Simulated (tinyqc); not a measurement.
Reaction control against transport control: chemical vapour deposition: Grove model, boundary layer, depletion and step coverage. Computed by tinyqc, a small Python program. Command: `OMP_NUM_THREADS=1 python tinyqc.py 3011115 3011116 out.jsonl cvd walk`. One thread of a shared host (Intel(R) Xeon(R) Processor @ 2.30GHz), about 0.01 s of CPU time with the checks.

A precursor diffuses to the surface and reacts there at first order; each molecule that reacts adds one formula unit of film.

Inputs (values chosen for the exercise, close to those used for polysilicon from silane):

| quantity | value | unit |
|---|---|---|
| prefactor k0 of k_s | 3.2e+09 | cm/s |
| activation energy E | 1.56 | eV |
| temperature T | 670 | C |
| total pressure p | 54 | torr |
| mole fraction of the precursor Y | 0.0017 | - |
| gas diffusivity D0 at 273.15 K and 760 torr | 0.22 | cm^2/s |
| film density N | 5e+22 | formula units/cm^3 |
| gas velocity U | 31 | cm/s |
| kinematic viscosity nu0 at 273.15 K and 760 torr | 0.25 | cm^2/s |
| susceptor length L | 42 | cm |
| channel height b | 8.4 | cm |

Reactor: horizontal, reduced pressure.

Constants: k_B = 8.617333262e-05 eV/K; k_B = 1.380649e-23 J/K.

Method:
- k_s = k0 exp(-E/(k_B T)); C_g = Y p/(k_B T), 1 torr = 133.322 Pa; D = D0 (T/273.15)^1.75 (760/p).
- nu = nu0 (T/273.15)^1.75 (760/p); Re = U L/nu; mean boundary layer delta = (2/3) L/sqrt(Re), at most b/2; h_g = D/delta.
- Fluxes in series: C_s = C_g/(1 + k_s/h_g); growth rate G = k_s h_g/(k_s + h_g) C_g/N; 1 cm/s = 6e8 nm/min.
- Temperatures in kelvin are T(C) + 273.15.

Rates:

| T (C) | k_s (cm/s) | h_g (cm/s) | G (nm/min) | reaction limit (nm/min) | transport limit (nm/min) |
|---|---|---|---|---|---|
| 470 | 8.4292e-02 | 5.1068 | 1.187 | 1.2066e+00 | 73.100 |
| 520 | 3.9148e-01 | 5.4062 | 4.896 | 5.2504e+00 | 72.507 |
| 570 | 1.5154e+00 | 5.7033 | 15.105 | 1.9119e+01 | 71.955 |
| 620 | 5.0412e+00 | 5.9982 | 32.623 | 6.0042e+01 | 71.439 |
| 670 | 1.4764e+01 | 6.4477 | 50.617 | 1.6652e+02 | 72.723 |
| 720 | 3.8803e+01 | 7.0578 | 63.962 | 4.1562e+02 | 75.595 |
| 770 | 9.2963e+01 | 7.6913 | 72.439 | 9.4800e+02 | 78.432 |
| 820 | 2.0561e+02 | 8.3480 | 78.065 | 2.0008e+03 | 81.235 |
| 870 | 4.2424e+02 | 9.0276 | 82.256 | 3.9478e+03 | 84.006 |

What does the comparison show, and why?

The apparent activation energy of G is 1.44 eV between the first rows and 0.11 eV between the last, against E = 1.56 eV. k_s passes h_g between 620 and 670 C, where control shifts from the surface to the gas. In the reaction limit the slope is E - k_B T, because C_g falls as 1/T; any further lowering comes from transport. The transport limit turns upwards in the rows where delta has reached its cap b/2.

Extremes, crossings and ranges named in words are read from the listed rows.
